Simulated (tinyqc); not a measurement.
Elastic trap-assisted tunnelling through a dielectric: one step of the calculation.

Emitter at x = 0 (Fermi level 0), collector at x = t (Fermi level -V), band edge U(x) = phi - F x, F = V/t. A trap at x has the energy E = U(x) - Et. With G(u) = (4/(3 F)) sqrt(mo/C) max(u, 0)^1.5, C = hbar^2/(2 m0): S1 = G(phi - E) - G(Et), S2 = G(Et) - G(phi - V - E), T1,2 = exp(-S1,2). The steady rate through one trap is nu T1 T2 (f1 - f2)/(T1 + T2), f1 = f(E), f2 = f(E + V), f(y) = 1/(1 + exp(y/Vt)); both contacts offer states at E.

Problem. Rate through a trap near the best position. n equally spaced x from xa to xb, where nearly all of the current flows; J = q Nt times the integral of the rate, by Simpson's rule.

Values chosen for this exercise; dielectric values close to those of aluminium oxide: temperature T = 350 K; barrier above the emitter Fermi level phi = 2.54 eV; tunnelling mass mo = 0.39 m0; thickness t = 5.3 nm; trap depth below the band edge of the dielectric Et = 2.25 eV; trap density Nt = 1.1e17 cm^-3; attempt frequency nu = 1e13 1/s; points of the grid n = 13; voltage V = 2.01 V; left end of the grid xa = 1.68 nm; right end of the grid xb = 2.93 nm.

Constants: q = 1.602176634e-19 C, kB = 1.380649e-23 J/K, hbar = 1.054571817e-34 J s, m0 = 9.1093837015e-31 kg, Vt = kB T/q, hbar^2/(2 m0) = 0.0380998212 eV nm^2. Results are converted to the units shown.

Give: x; E; S1; S2; f1 - f2; rate; J.

Solution.

```
point,x (nm),E (eV),S1,S2,f1 - f2,rate (1/s)
0,1.680,-0.3471,17.22,28.72,1.000,3.356
1,1.784,-0.3866,18.35,28.09,1.000,6.308
2,1.888,-0.4261,19.50,27.45,1.000,12.02
3,1.992,-0.4656,20.65,26.79,1.000,23.18
4,2.097,-0.5052,21.81,26.12,1.000,44.86
5,2.201,-0.5447,22.98,25.43,1.000,83.04
6,2.305,-0.5842,24.15,24.73,1.000,116.2
7,2.409,-0.6237,25.33,24.02,1.000,78.38
8,2.513,-0.6632,26.52,23.30,1.000,29.15
9,2.618,-0.7027,27.72,22.57,1.000,9.110
10,2.722,-0.7422,28.92,21.82,1.000,2.747
11,2.826,-0.7817,30.13,21.07,1.000,0.8186
12,2.930,-0.8212,31.35,20.30,1.000,0.2421
```

J = 7.447e-8 A/cm^2

Range of the model: Phonon-assisted (inelastic) capture, chains of traps and a spread of trap depths are left out.

Computed by the program tinyqc: `OMP_NUM_THREADS=1 python tinyqc.py 2370054 2370055 out.jsonl`, one thread of a shared Intel Xeon 2.30GHz, about 0.04 s for the whole run.
